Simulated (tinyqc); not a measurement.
One-dimensional ballistic tunnel FET, two-band WKB: one step of the calculation.

A p-type source for x < 0 with its Fermi level at 0 and its valence edge at ds; in the channel the bands fall as D exp(-x/lam) towards their flat values, with the conduction edge at Ec = ds - dP and D = dP + Eg. The gate moves dP one to one. The drain Fermi level lies at -Vd and the drain side reflects nothing. For w = E - Ec between 0 and dP an electron crosses the gap. Two-band dispersion with equal masses m: inside the gap kappa = sqrt(m u (1 - u/Eg)/C), u the distance from a band edge, C = hbar^2/(2 m0).

Task. Current on a coarse grid. S(w) = 2 lam int_0^Eg kappa(u) du/(w + Eg - u) = 2 pi lam sqrt(m/(C Eg)) [w + Eg/2 - sqrt(w (w + Eg))], T(w) = exp(-S). I = g (2 q^2/h) int_0^dP T(w) [f(E) - f(E + Vd)] dw, E = ds - dP + w, f(x) = 1/(1 + exp(x/Vt)). Simpson's rule on nE equally spaced points.

Parameters, values chosen for the exercise; band and dielectric values close to those of indium arsenide:
- T = 350 K (temperature)
- Eg = 0.347 eV (band gap)
- m = 0.025 m0 (band-edge mass of the two-band model)
- lam = 4.6 nm (screening length of the source junction)
- ds = 0.12 eV (source valence edge above the source Fermi level)
- Vd = 0.3 V (drain bias)
- g = 2 (number of degenerate subbands (spin apart))
- dP = 0.16 eV (tunnelling window Ev(source) - Ec(channel))
- nE = 13 (points of the energy grid)

Constants: q = 1.602176634e-19 C, kB = 1.380649e-23 J/K, hbar = 1.054571817e-34 J s, h = 6.62607015e-34 J s, m0 = 9.1093837015e-31 kg, Vt = kB T/q, hbar^2/(2 m0) = 0.0380998212 eV nm^2. Results are converted to the units shown.

Wanted: w; T(w); difference of the f; I.

Result.

```
point  w (eV)      T(w)  difference of the f
0      0.0000  0.001012               0.7900
1      0.0133  0.009365               0.7076
2      0.0267   0.01853               0.6087
3      0.0400   0.02900               0.5000
4      0.0533   0.04044               0.3912
5      0.0667   0.05259               0.2923
6      0.0800   0.06525               0.2098
7      0.0933   0.07824               0.1457
8      0.1067   0.09144              0.09882
9      0.1200    0.1047              0.06583
10     0.1333    0.1180              0.04333
11     0.1467    0.1313              0.02829
12     0.1600    0.1444              0.01837
```

I = 0.2392 uA

Range of the model: Where S is below about 2 the WKB prefactor of 1 is a rough guess.

tinyqc, about 0.01 s, one thread, Intel Xeon 2.30GHz (shared host): `OMP_NUM_THREADS=1 python tinyqc.py 2620144 2620145 out.jsonl`
